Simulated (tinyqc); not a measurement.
Length of a molecular wire: coherent transport through a tight-binding bridge. Computed by the program tinyqc. Command: `OMP_NUM_THREADS=1 python tinyqc.py 111230 111231 out.jsonl`; one thread of a shared host (Intel(R) Xeon(R) Processor @ 2.60GHz), about 1 s.

A uniform bridge between two chains:
```
parameter                        value
site energy (eV)              2.160000
hopping in the bridge (eV)    0.730000
lead hopping (eV)             1.570000
couplings (eV)              0.98, 0.56
E (eV)                       -0.060000
```

T = Gamma_L Gamma_R |G_1n|^2 with the self-energies of semi-infinite chains.

Transmission against length:
```
sites           T      ln T
2      1.2283e-02   -4.3995
3      1.7242e-03   -6.3630
4      2.4250e-04   -8.3245
5      3.4117e-05  -10.2857
6      4.8001e-06  -12.2469
7      6.7535e-07  -14.2080
8      9.5018e-08  -16.1692
9      1.3369e-08  -18.1304
10     1.8809e-09  -20.0915
```

E lies outside the band of the bridge (|E - e|/2h = 1.521 > 1), so T decays as exp(-beta n) with beta = 2 arccosh(1.521) = 1.9612 a site; the last two rows give 1.9612.
